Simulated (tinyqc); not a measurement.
Polar nitride quantum well with polarisation fields, step by step. Values are carried at full precision from step to step, so a last printed digit may differ when a step is redone from the rounded ones.

Growth along [0001]. e_par = (a_sub - a)/a, Ppz = 2 e_par (e31 - e33 C13/C33), P = Psp + Ppz in each layer; strain relaxation and the strain shift of the gaps are left out, although thick layers with more than about 1 % mismatch would relax.

Constants: hbar^2/2m0 = 3.80998211 eV angstrom^2; hc = 1239.841984 eV nm.

Values chosen for the exercise (near those of a GaN well in AlGaN; the results hold for these values, not for the real material):
```
symbol  value    unit      meaning
a_w     3.189    angstrom  lattice constant a, well
a_b     3.145    angstrom  lattice constant a, barrier
a_sub   3.145    angstrom  in-plane lattice constant of the stack
Psp_w   -0.0348  C/m^2     spontaneous polarisation
Psp_b   -0.0586  C/m^2     spontaneous polarisation
e31_w   -0.327   C/m^2
e31_b   -0.453   C/m^2
e33_w   0.662    C/m^2
e33_b   1.187    C/m^2
C_w     0.26               C13/C33
C_b     0.282              C13/C33
Lw      44       angstrom  well width
Lb      85       angstrom  barrier width
eps_w   10.4               dielectric constant
eps_b   10.4               dielectric constant
Eg      3.44     eV        gap of the well
Vc      0.938    eV        conduction offset
Vv      0.441    eV        valence offset
me      0.2      m0        electron, well
meb     0.268    m0        electron, barrier
mh      1.47     m0        hole, everywhere
```

## Strain and polarisation

Give strain and polarisation of well and barrier; the bound sheet charge is |P_w - P_b|/e with e = 1.602176634e-19 C.

Layers:
```
layer       e_par  Ppz (C/m^2)  P (C/m^2)
well     -0.01380      0.01377   -0.02103
barrier   0.00000      0.00000   -0.05860
```

sheet charge = 2.345 x 1e13/cm^2

Of P_w - P_b = +0.0376 C/m^2 the piezoelectric part gives +0.0138 and the spontaneous part +0.0238.

## Built-in fields

In a periodic stack without free charge the potential drop over a period vanishes: F_w = (P_b - P_w) Lb/(eps0 (eps_w Lb + eps_b Lw)), F_b = -F_w Lw/Lb, eps0 = 8.8541878e-12 F/m; 1 MV/cm = 1e8 V/m = 0.01 V/angstrom.

Give both fields and the drop |F_w| Lw across the well.

F_w = -2.689 MV/cm
F_b = 1.392 MV/cm
drop = 1.183 eV

## Levels with and without the field

Envelope functions on cells of 0.25 angstrom over barrier, well, barrier (widths Lb, Lw, Lb), psi = 0 beyond, psi'/m continuous (mean mass between points), c = hbar^2/2m0. With u(z) the integral of e F (F_w in the well, F_b = -F_w Lw/Lb in the barriers, 1 MV/cm = 0.01 V/angstrom), zero at the centre of the well, the electron sees u plus Vc in the barriers and the hole -u plus Vv. The transition is Eg + E_e + E_h; excitons are left out.

Ground states of electron and hole, their centres, the squared overlap, the transition and its wavelength hc/E.

Results:
```
case            E_e (eV)  E_h (eV)  <z>_e  <z>_h  overlap^2  E (eV)     nm
no field          0.0633    0.0107    0.0    0.0      0.990  3.5141  352.8
built-in field   -0.1719   -0.3725   13.6  -17.7    0.00134  2.8956  428.2
```

The field shifts the line by -619 meV, below the gap of the well material, pulls the carriers 31.3 angstrom apart and, with the rate proportional to overlap^2, lengthens the radiative lifetime by a factor 737.

## Estimate from two triangular wells

For a strong field: E = Eg - |e F_w| Lw + a0 (c (e F_w)^2)^(1/3) (me^(-1/3) + mh^(-1/3)), a0 = 2.338107, hard walls, c = hbar^2/2m0, 1 MV/cm = 0.01 V/angstrom.

electron term = 0.5604 eV
hole term = 0.2882 eV
E = 3.1057 eV

Both terms lie below the drop across the well, but the estimate also takes the near wall as infinitely high. Against the grid result 2.8956 eV the estimate errs by +210 meV: +141 from the electron and +69 from the hole, since hard walls stand in for offsets of 0.938 and 0.441 eV into which the carriers leak.

## Checks

- Electron level without field against the matching condition of the square well, eV: both 0.063.

Program tinyqc; command `OMP_NUM_THREADS=1 python tinyqc.py 1250141 1250142 out.jsonl`; about 0.05 s on one thread of a shared Intel(R) Xeon(R) Processor @ 2.30GHz.
